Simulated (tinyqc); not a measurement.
Coherent transport through a tight-binding region between two chains, step by step. Computed by tinyqc, a small Python program that keeps every step. Settings: temperature = 4, mu = -0.43. Command: `OMP_NUM_THREADS=1 python tinyqc.py 24074 24075 out.jsonl` (the two numbers bound the seeds that draw the settings). One thread of a shared host (Intel(R) Xeon(R) Processor @ 2.60GHz), about 0.06 s of CPU time with the checks.

## Transmission at E = 0.09 eV

H of the central region (eV):
```
         1        2        3        4
1   0.0000  -1.5300   0.0000   0.0000
2  -1.5300   0.0000  -2.3400   0.0000
3   0.0000  -2.3400   0.0000  -0.4200
4   0.0000   0.0000  -0.4200   0.0000
```

Leads: semi-infinite chains with site energy 0:
```
parameter                           value
lead hopping t (eV)              2.810000
coupling to the left lead (eV)   0.560000
coupling to the right lead (eV)  1.070000
left contact site                       1
right contact site                      4
```

E = 0.0900 eV

Surface Green function g = (E - i sqrt(4 t^2 - E^2)) / (2 t^2); self-energy tc^2 g on each contact site; G = (E - H - Sigma)^(-1); Gamma = -2 Im Sigma; T = Gamma_L Gamma_R |G_LR|^2; local density of states -Im G_ii / pi.

g = 0.0057-0.3558i 1/eV

G (1/eV):
```
                 1                2                3                4
1   0.9723-3.1576i   0.3672+0.1111i  -0.6499+2.0603i  -1.9068-1.0607i
2   0.3672+0.1111i  -0.0131-0.0332i   0.1877-0.0714i   0.0326+0.2002i
3  -0.6499+2.0603i   0.1877-0.0714i   0.4177-1.3444i   1.2455+0.6858i
4  -1.9068-1.0607i   0.0326+0.2002i   1.2455+0.6858i  -0.4484-1.2625i
```

local density of states (1/eV): 1.0051  0.0106  0.4279  0.4019

transmission = 0.8657

## Transmission across the band

The same steps on a grid of energies.

T(E):
```
E (eV)            T
-5.339000  1.42e-07
-4.805100  1.11e-06
-4.271200  6.02e-06
-3.737300  3.99e-05
-3.203400    0.0006
-2.669500    0.0099
-2.135600    0.0017
-1.601700    0.0023
-1.067800    0.0073
-0.533900    0.0742
0.000000     0.9386
0.533900     0.0742
1.067800     0.0073
1.601700     0.0023
2.135600     0.0017
2.669500     0.0099
3.203400     0.0006
3.737300   3.99e-05
4.271200   6.02e-06
4.805100   1.11e-06
5.339000   1.42e-07
```

levels of the isolated region (eV): -2.8180  -0.2280  0.2280  2.8180

## Current

I = (2e/h) int T(E) [f(E - mu - V/2) - f(E - mu + V/2)] dE at 4 K with mu = -0.43 eV, the bias not changing H; 2e^2/h = 77.48092 microsiemens; the integral runs over the band on 4001 points.

Current:
```
V (volt)  I (microampere)
0.0100             0.1032
0.0500             0.5483
0.1000             1.1154
0.2000             2.3757
0.4000             5.8378
0.8000            18.1187
```
